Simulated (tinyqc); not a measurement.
# Schottky diode by the thermionic emission-diffusion theory, step by step

tinyqc, about 0.01 s, one thread, Intel Xeon 2.30GHz (shared host): `OMP_NUM_THREADS=1 python tinyqc.py 2640066 2640067 out.jsonl` Printed values are rounded.

Metal on an n-type semiconductor with one parabolic valley; V > 0 is forward bias (metal positive). The band bends as a parabola over the depletion layer, by Vd = Vbi - V; no image force. Carriers drift and diffuse up to the interface and leave it with the velocity vR.

Values chosen for this exercise; band and dielectric values close to those of gallium arsenide: temperature T = 300 K; electron mass me = 0.0668 m0; relative permittivity eps_r = 12.9; electron mobility mun = 7900 cm^2/(V s); barrier height seen from the metal phi = 0.42 eV; donor density Nd = 1.8e16 cm^-3; bias V = 0.076 V.

Constants: q = 1.602176634e-19 C, kB = 1.380649e-23 J/K, h = 6.62607015e-34 J s, m0 = 9.1093837015e-31 kg, Vt = kB T/q, eps0 = 8.8541878128e-14 F/cm where lengths are in cm. Results are converted to the units shown.

Range of the model: vD exceeds usual saturation velocities: the low-field mobility is used at the surface field. It matters little where vD is far above vR.

## Emission velocity

A* = 4 pi q me m0 kB^2/h^3 (times 1e-4 for A/(cm^2 K^2)); Nc = 2 (2 pi me m0 kB T/h^2)^1.5 (times 1e-6 for cm^-3); Vbi = phi - Vt ln(Nc/Nd); vR = A* T^2/(q Nc).

A* = 8.027572 A/(cm^2 K^2)
Nc = 4.332481e17 cm^-3
Vbi = 0.3377664 V
vR = 1.040830e7 cm/s

vR equals sqrt(kB T/(2 pi me m0)).

## Diffusion velocity

LD = sqrt(eps0 eps_r Vt/(q Nd)), a = sqrt((Vbi - V)/Vt), D(a) = exp(-a^2) int_0^a exp(s^2) ds (Dawson), vD = mun Vt/(sqrt(2) LD D(a)). For large a, vD tends to mun times the surface field sqrt(2 q Nd (Vbi - V)/(eps0 eps_r)).

LD = 31.99815 nm
a = 3.182071
D(a) = 0.1665266
vD = 2.710178e8 cm/s
mun times the surface field = 2.872243e8 cm/s

vD is 5.6 % below the large-a form.

## Current density

J = q Nc [vR vD/(vR + vD)] exp(-phi/Vt) [exp(V/Vt) - 1]. The quasi-Fermi level drops by Vt ln[(vR + vD)/(vD + vR exp(-V/Vt))] over the layer.

effective velocity = 1.002335e7 cm/s
J = 1.096280 A/cm^2
J over the pure emission value = 0.9630159
drop of the quasi-Fermi level over the layer = 0.9217986 meV

Emission limits the current: vD is more than five times vR.
